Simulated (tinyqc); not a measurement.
Harmonic frequencies on the UHF/sto-3g surface (energies and gradients from PySCF), for H2+, spin multiplicity 2, step by step. One step of it, computed by the program tinyqc.

Task: Normal modes. Diagonalise H_ij / sqrt(m_i m_j); the 5 smallest eigenvalues belong to translations and rotations; wavenumber = sqrt(eigenvalue / 1822.888) x 219474.63; each mode has its largest component positive (the first on a tie); zero-point energy = sum of wavenumbers / 2, with 349.755 1/cm per kcal/mol.

Hessian (symmetrised) (hartree/bohr^2), order 1Hx, 1Hy, 1Hz, 2Hx, 2Hy, 2Hz:
```
[[-0.00000814, 0.00000000, 0.00000000, 0.00000814, 0.00000000, 0.00000000],
 [0.00000000, -0.00000814, 0.00000000, 0.00000000, 0.00000814, 0.00000000],
 [0.00000000, 0.00000000, 0.14369197, 0.00000000, 0.00000000, -0.14369197],
 [0.00000814, 0.00000000, 0.00000000, -0.00000814, 0.00000000, 0.00000000],
 [0.00000000, 0.00000814, 0.00000000, 0.00000000, -0.00000814, 0.00000000],
 [0.00000000, 0.00000000, -0.14369197, 0.00000000, 0.00000000, 0.14369197]]
```

masses (u): [1.007825, 1.007825]

Give: eigenvalues of the mass-weighted Hessian; harmonic wavenumbers of the vibrations; mass-weighted modes; zero-point energy.

Result:

eigenvalues of the mass-weighted Hessian (hartree/(bohr^2 u)): [0.000, 0.000, 0.000, 0.000, 0.000, 0.285]

harmonic wavenumbers of the vibrations (1/cm): [2745.0]

mass-weighted modes, order 1Hx, 1Hy, 1Hz, 2Hx, 2Hy, 2Hz:
```
[[0.000],
 [0.000],
 [0.707],
 [0.000],
 [0.000],
 [-0.707]]
```

zero-point energy = 3.924 kcal/mol
